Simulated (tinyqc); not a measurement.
Equal gaps, different models: fitting sp3s* parameters to three gaps by Newton steps.

sp3s* tight binding, nearest neighbours only: anion (a) at 0, cation (c) at a/4 (1,1,1), orbitals s, px, py, pz, s* on each; k in units of 2 pi/a. With phases e_j = exp(i (pi/2) k.n_j) for n = (1,1,1), (1,-1,-1), (-1,1,-1), (-1,-1,1): g0 = (e1+e2+e3+e4)/4, g1 = (e1+e2-e3-e4)/4, g2 = (e1-e2+e3-e4)/4, g3 = (e1-e2-e3+e4)/4. The diagonal holds the levels Esa, Epa, Exa (s*) and Esc, Epc, Exc. Anion-cation block: <sa|sc> = Vss g0; <sa|xc> = Vsapc g1; <xa|sc> = -Vscpa g1; <xa|xc> = Vxx g0; <xa|yc> = <ya|xc> = Vxy g3, <xa|zc> = <za|xc> = Vxy g2, <ya|zc> = <za|yc> = Vxy g1; <s*a|xc> = Vxapc g1; <xa|s*c> = -Vpaxc g1; y and z take g2 and g3 in place of g1; s-s* and s*-s* vanish.

Gaps are level 5 at Gamma, X = (1,0,0) and L = (1/2,1/2,1/2) less level 4 at Gamma; no spin-orbit coupling. Free parameters: Esa, Vxapc and Vscpa. H is linear in them, so by Hellmann-Feynman J_ij = <u|dH/dp_j|u> for level 5 at point i less the same for level 4 at Gamma. Newton: p(new) = p + J^-1 (target - gaps); stop when all misses are below 1e-7 eV.

Constants: hbar^2/2m0 = 3.80998211 eV angstrom^2.

Values chosen for the exercise (out of a larger set: near a published set for GaAs, fitted to gaps, whose masses and valley positions are rough; not measured data): p = (-8.291, 1.039, -2.659, 3.662, 8.584, 6.764, -6.488, 1.964, 5.069, 4.45, 5.743, 4.853, 4.845) eV (start, order Esa, Epa, Esc, Epc, Exa, Exc, Vss, Vxx, Vxy, Vsapc, Vscpa, Vxapc, Vpaxc); tg = (1.6872, 1.8364, 1.5951) eV (target gaps at Gamma, X, L); a = 5.654 angstrom (lattice constant).

The same three targets are met with other triples of free parameters (those for which Newton converges within 3 eV of the start). Not fitted: level 5 at K = (3/4,3/4,0) above Ev, the spacing of levels 6 and 5 at X, the depth of level 2 at X below Ev, the valence width at Gamma, and the mass c q^2/(E(q) - E(0)) of level 5 along [100], q = 0.002 (2 pi/a), c = hbar^2/2m0.

Unfitted results:

| free parameters | largest change (eV) | K (eV) | X spacing (eV) | level 2 at X (eV) | valence width (eV) | mass (m0) |
|---|---|---|---|---|---|---|
| start | 0.000 | 1.969 | 0.332 | 7.457 | 12.537 | 0.1267 |
| Vss, Vxapc, Vpaxc | 0.527 | 1.782 | 0.190 | 7.607 | 12.615 | 0.1348 |
| Esc, Vxapc, Vpaxc | 0.717 | 1.768 | 0.124 | 7.606 | 12.503 | 0.1339 |
| Vss, Vsapc, Vpaxc | 0.367 | 1.814 | 0.524 | 7.452 | 12.615 | 0.1410 |
| Esa, Vxapc, Vscpa | 0.257 | 1.803 | 0.354 | 7.232 | 12.358 | 0.1463 |
| Vss, Exa, Exc | 0.986 | 1.777 | 0.152 | 7.505 | 12.615 | 0.1348 |
| Esc, Vsapc, Exc | 0.392 | 1.808 | 0.417 | 7.414 | 12.503 | 0.1400 |

What can be read from this table?

All fitted rows have the same three gaps, yet they spread by 46 meV at K, 400 meV in the X spacing, 375 meV in level 2 at X, 257 meV in the valence width and 9.0 % in the mass. The smallest change of parameters, 0.257 eV, is that of Esa, Vxapc, Vscpa. A fit fixes what it was given and leaves the rest to the choice of free parameters.

(tinyqc, `OMP_NUM_THREADS=1 python tinyqc.py 1452209 1452210 out.jsonl`, Intel(R) Xeon(R) Processor @ 2.30GHz, 1 thread, shared host, about 0.1 s.)
